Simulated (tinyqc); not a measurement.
Stress in a transistor channel from embedded alloy regions, liners and fins, by half-space elasticity: one step, computed by the program tinyqc. Command: `OMP_NUM_THREADS=1 python tinyqc.py 3022349 3022350 out.jsonl stressor walk`. One thread of a shared host (Intel(R) Xeon(R) Processor @ 2.30GHz), about 0.01 s of CPU time with the checks.

Plane strain in an isotropic half-space, the same constants everywhere; x along the channel from its centre, y downwards from the free surface; stress is positive in tension.

Task: Stress at the centre of the channel. A line element dA of misfit at (a, c) in the half-space gives, with C = E e/(2 pi (1 - nu)), X = x - a, r1^2 = X^2 + (y - c)^2, r2^2 = X^2 + Y^2, Y = y + c: s_xx = -C dA {[X^2 - (y - c)^2]/r1^4 + 3 [X^2 - Y^2]/r2^4 + 4 y Y (Y^2 - 3 X^2)/r2^6}, s_yy = C dA {[X^2 - (y - c)^2]/r1^4 - [X^2 - Y^2]/r2^4 + 4 y Y (Y^2 - 3 X^2)/r2^6}. These are integrated over two rectangles, L/2 < |a| < L/2 + S, 0 < c < d (closed form in a, 200 Gauss-Legendre points in c).

Inputs (values chosen for the exercise, modelled on silicon):
```
quantity                    value  unit
Young's modulus E             170   GPa
Poisson ratio nu             0.28     -
channel length L              106    nm
length of each stressor S     185    nm
recess depth d                 45    nm
depth of the field point y    1.3    nm
```

Stressor: Si(1-x)Ge(x) source and drain.

misfit e = 0.011648

stress of a blanket film = -2.750222 GPa

Give: s_xx; s_yy; s_xx over the blanket-film stress.

Result:

s_xx = -1774 MPa

s_yy = -0.5644 MPa

s_xx over the blanket-film stress = 0.6451

The channel is compressed along its length; s_yy is 3.2e-4 of s_xx in size and vanishes at the surface.
